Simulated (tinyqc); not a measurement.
Strength of the heavy-light coupling: shallow acceptor in the spherical four-band model.

The ground state 1S3/2 has an L = 0 part f(r) and an L = 2 part g(r). In units of Ry* and a*, with Gaussians f_i = exp(-a_i r^2), g_i = r^2 exp(-a_i r^2), A = a_i + a_j and I(n) = Gamma((n + 1)/2)/(2 A^((n + 1)/2)): S_ff = I(2), S_gg = I(6), H_ff = (6 a_i a_j/A) I(2) - 2 I(1), H_gg = (14 a_i a_j/A) I(6) - 2 I(5), H_fg = -mu [15 I(2) - 20 a_j I(4) + 4 a_j^2 I(6)]; each function is then normalised. The split-off band is left out.

Converged values use 22 exponents 2.2^i, i = -7 to 14, for f and for g.

Parameters, chosen for this exercise (out of a larger set: near those of a shallow acceptor in GaSb; not measured data): mus = (0.12, 0.29, 0.52, 0.64, 0.7, 0.82, 0.92) (couplings).

Ry* = 4.1660 meV

Converged values in Ry* and a*; the heavy-mass hydrogen model gives 1/(1 - mu).

Results:
```
mu    binding (Ry*)  1/(1 - mu)  ratio  L = 2 weight  <r> (a*)  binding (meV)
0.12          1.013       1.136  0.892         0.006     1.484            4.2
0.29          1.082       1.408  0.769         0.036     1.403            4.5
0.52          1.332       2.083  0.639         0.119     1.174            5.5
0.64          1.620       2.778  0.583         0.184     0.988            6.7
0.82          2.823       5.556  0.508         0.315     0.595           11.8
0.92          5.863      12.500  0.469         0.408     0.298           24.4
```

Give the missing row, mu = 0.70.

Computed row:
```
mu    binding (Ry*)  1/(1 - mu)  ratio  L = 2 weight  <r> (a*)  binding (meV)
0.70          1.857       3.333  0.557         0.223     0.874            7.7
```

The binding starts as 1 + O(mu^2), 1.013 at mu = 0.12, since the coupling enters in second order, and reaches 5.86 at mu = 0.92. The ratio to the heavy-mass model falls from 0.89 to 0.47, towards about 0.44 as mu goes to 1: the bound hole is only partly heavy. The L = 2 weight grows to 0.41 and the radius shrinks by a factor 5.0.

Computed by tinyqc, a small Python program: `OMP_NUM_THREADS=1 python tinyqc.py 1281816 1281817 out.jsonl` (the numbers bound the seed that draws the inputs); one thread of a shared host (Intel(R) Xeon(R) Processor @ 2.30GHz), about 0.06 s for the whole set of steps.
